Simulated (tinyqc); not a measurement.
Comparisons within one model: core-shell quantum dot (spherical envelope functions). A value that a table varies takes the place of the one given here.

Parabolic bands; strain and other valleys are left out. s states, u = r psi, hard wall at R + H, c = hbar^2/2m0, energies from the band edges of the core. Core: u = sin(k1 r)/k1, k1 = sqrt(m1 E/c). At R, psi and psi'/m are continuous, so u is continuous and its slope in the shell is s = u/R + (m2/m1)(u' - u/R). Shell: u(R + x) = u(R) cos(k2 x) + s sin(k2 x)/k2, k2 = sqrt(m2 (E - V)/c); for negative arguments the functions turn into sinh and cosh. A level has u(R + H) = 0.

Overlap = (integral of u_e u_h)^2 with normalised u. Coulomb integrals J_ab = (q/eps) double integral of u_a(r)^2 u_b(s)^2/max(r, s), q = e^2/(4 pi eps0), one eps everywhere. Exciton E = Eg + E_e + E_h - J_eh; first-order biexciton shift J_ee + J_hh - 2 J_eh (positive: repulsive).

Constants: hbar^2/2m0 = 3.80998211 eV angstrom^2; e^2/(4 pi eps0) = 14.39964547 eV angstrom; hc = 1239.841984 eV nm.

Parameters, chosen for this exercise (near those of an InAs/InP core-shell dot; the results hold for these values, not for the real material): R = 25 angstrom (core radius); Vc = 0.502 eV (conduction edge of the shell above that of the core); Vv = 0.425 eV (hole barrier of the shell); me1 = 0.031 m0 (electron, core); me2 = 0.08 m0 (electron, shell); mh1 = 0.364 m0 (hole, core); mh2 = 0.515 m0 (hole, shell); Eg = 0.416 eV (gap of the core); eps = 12 (dielectric constant); Hs = (4, 6, 15, 23, 25, 38, 64) angstrom (shell thicknesses); H = 28 angstrom (shell thickness).

## Growing the shell

All quantities anew for each H.

Results:

| H (angstrom) | E_e (eV) | E_h (eV) | electron in core | overlap | J_eh (meV) | E (eV) | biexciton shift (meV) |
|---|---|---|---|---|---|---|---|
| 4 | 0.9685 | 0.1183 | 0.946 | 0.966 | 68.1 | 1.435 | 1.0 |
| 6 | 0.7790 | 0.1108 | 0.896 | 0.946 | 64.6 | 1.241 | 1.6 |
| 15 | 0.4993 | 0.1052 | 0.718 | 0.841 | 57.8 | 0.963 | 4.3 |
| 23 | 0.4435 | 0.1050 | 0.629 | 0.762 | 54.9 | 0.910 | 6.1 |
| 25 | 0.4367 | 0.1050 | 0.614 | 0.747 | 54.3 | 0.903 | 6.5 |
| 38 | 0.4167 | 0.1050 | 0.551 | 0.680 | 51.9 | 0.886 | 8.1 |
| 64 | 0.4101 | 0.1050 | 0.513 | 0.635 | 50.0 | 0.881 | 9.3 |

The line moves by -554 meV: the electron gives -558, the hole -13 and the weaker attraction +18 meV. Over the last step E_e moves by -6.6 meV and E_h by 0.0 meV; the electron level lies just below the shell edge Vc, so it is weakly bound and still feels the outer wall. The overlap goes from 0.966 to 0.635, which scales the radiative lifetime by 1.5 if the rate is proportional to it. Up to H = 64 angstrom E_e exceeds 0.15 Eg, where a parabolic band overstates it.

## What each parameter does

All quantities anew. Each row changes one parameter from the base and keeps the others.

Results:

| case | E (eV) | overlap | electron in core | biexciton shift (meV) |
|---|---|---|---|---|
| base | 0.897 | 0.727 | 0.594 | 7.0 |
| R = 22 angstrom | 0.966 | 0.700 | 0.525 | 8.7 |
| H = 33 angstrom | 0.890 | 0.700 | 0.569 | 7.6 |
| Vc = 0.602 eV | 0.934 | 0.760 | 0.629 | 6.1 |
| Vv = 0.319 eV | 0.890 | 0.776 | 0.594 | 5.7 |
| me2 = 0.1 m0 | 0.858 | 0.742 | 0.613 | 6.7 |
| mh1 = 0.291 m0 | 0.910 | 0.766 | 0.594 | 5.4 |
| eps = 13.8 | 0.904 | 0.727 | 0.594 | 6.1 |

The largest shifts from the base row, up to three for each result and ties (the steps differ in size, so this ranks the rows, not the parameters). E (eV): R +0.070, me2 -0.039, Vc +0.038. overlap: Vv +0.050, mh1 +0.039, Vc +0.034; unchanged at the printed digits by eps. electron in core: R -0.069, Vc +0.034, H -0.025; unchanged at the printed digits by Vv, mh1 and eps. biexciton shift (meV): R +1.7, mh1 -1.5, Vv -1.3.

tinyqc: `OMP_NUM_THREADS=1 python tinyqc.py 1280894 1280895 out.jsonl`; about 0.07 s, one thread, shared Intel(R) Xeon(R) Processor @ 2.30GHz.
